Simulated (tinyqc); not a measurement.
Comparisons within one model: dielectric confinement in a thin film (image charges). A value that a table varies takes the place of the one given here.

A film |z| < t/2 of dielectric constant eps between half-spaces of dielectric constant e2; lam = (eps - e2)/(eps + e2), q = e^2/(4 pi eps0). The self-energy of a band edge is taken with the high-frequency value, e2 = eh, and the field of a fixed ion with the static one, e2 = eo. A charge at z has images lam^|n| at n t + (-1)^n z. Its self-energy is S(z) = (q/2 eps) sum over n >= 1 of lam^n [1/(n t - 2z) + 1/(n t + 2z)] for odd n and 2 lam^n/(n t) for even n; at the centre S(0) = -(q/(eps t)) ln(1 - lam).

Donor at the centre, lam from the static eo, trial function cos(pi z/t) exp(-rho/l): E(l) = c/(m l^2) - (q/eps) times the integral over k of F(k t) (1 + (k l/2)^2)^(-3/2), with F(x) = F0 + 2 lam exp(-x) G/(1 - lam exp(-x)), F0 = 2[(1 - exp(-x/2))/x + x (1 + exp(-x/2))/(x^2 + 4 pi^2)], G = 2 sinh(x/2)[1/x - x/(x^2 + 4 pi^2)]; c = hbar^2/2m0. The binding energy is -E at the minimum, counted from the subband edge with its self-energy.

Constants: e^2/(4 pi eps0) = 14.39964547 eV angstrom; hbar^2/2m0 = 3.80998211 eV angstrom^2; Ry = 13.60569312 eV.

Parameters, chosen for this exercise (near those of an InGaAs film between layers of Al2O3; the results hold for these values, not for the real material):
- eps = 13 (dielectric constant of the film)
- eh = 3.2 (high-frequency dielectric constant outside)
- eo = 9.1 (static dielectric constant outside)
- m = 0.046 m0 (mass in the plane)
- mz = 0.047 m0 (mass across the film)
- ts = (10, 15, 22, 32, 48, 70, 100) angstrom (thicknesses)
- t = 22 angstrom (film thickness)

## Thinning the film

<S> is the mean over (2/t) cos^2(pi z/t); confinement c (pi/t)^2/mz; donor binding with and without images.

Results:
```
t (angstrom)  <S> (meV)  confinement (meV)  binding, no images (meV)  binding (meV)  l (angstrom)
10                117.7             8000.6                      13.8           24.2          63.8
15                 78.4             3555.8                      13.4           22.5          67.7
22                 53.5             1653.0                      12.9           20.7          72.3
32                 36.8              781.3                      12.3           18.8          77.9
48                 24.5              347.3                      11.5           16.7          85.2
70                 16.8              163.3                      10.6           14.7          93.5
100                11.8               80.0                       9.7           12.9         102.8
```

What can be read from the table?

Between 100 and 10 angstrom the binding goes from 12.9 to 24.2 meV; quantum confinement alone would take it from 9.7 to 13.8, so the images supply +3.2 and +10.4 meV. |<S>| goes as 1/t and exceeds the confinement energy beyond 680 angstrom. Hard-wall energies above 300 meV (up to t = 48 angstrom) overstate the confinement: walls are finite and valleys non-parabolic.

## Choice of the surrounding dielectric

The same film between different dielectrics; in this table one value e2 serves for both eo and eh.

Results:
```
case         lam  <S> (meV)  binding (meV)  l (angstrom)
e2 = 1     0.857      107.6          141.7          44.1
e2 = 2.5   0.677       64.5           76.7          49.8
e2 = 3.9   0.538       44.9           52.2          54.8
e2 = 7.5   0.268       18.7           26.2          67.0
e2 = 16   -0.103       -6.1            9.6          94.9
e2 = 25   -0.316      -17.3            4.8         124.0
e2 = 80   -0.720      -35.4            0.6         304.1
```

What does this show, and why?

The binding spans a factor 233.4, from 142 meV in vacuum to 0.6 meV for e2 = 80; going from 3.9 to 25 changes it by -47.5 meV and the band edge by -62.2 meV, so the binding responds 0.76 times as much as the edge (for an orbit much smaller than t the binding would change by twice the change of S(0), -105.5 meV; here l/t = 2.49 for e2 = 3.9).

## What each parameter does

<S> is the mean over (2/t) cos^2(pi z/t). Each row changes one parameter from the base and keeps the others.

Results:
```
case             lam from eh  <S> (meV)  binding (meV)  l (angstrom)
base                   0.605       53.5           20.7          72.3
t = 32 angstrom        0.605       36.8           18.8          77.9
eps = 11.7             0.570       54.3           21.9          69.3
eo = 12.7              0.605       53.5           13.3          84.1
eh = 4.2               0.512       41.8           20.7          72.3
m = 0.055 m0           0.605       53.5           23.7          62.6
```

How do the results move?

The largest shifts from the base row, up to three for each result and ties (the steps differ in size, so this ranks the rows, not the parameters). lam from eh: eh -0.093, eps -0.034; unchanged at the printed digits by t, eo and m. <S> (meV): t -16.7, eh -11.7, eps +0.8; unchanged at the printed digits by eo and m. binding (meV): eo -7.4, m +3.0, t -1.9; unchanged at the printed digits by eh. l (angstrom): eo +11.8, m -9.7, t +5.5; unchanged at the printed digits by eh.

(tinyqc, `OMP_NUM_THREADS=1 python tinyqc.py 1252097 1252098 out.jsonl`, Intel(R) Xeon(R) Processor @ 2.30GHz, 1 thread, shared host, about 0.08 s.)
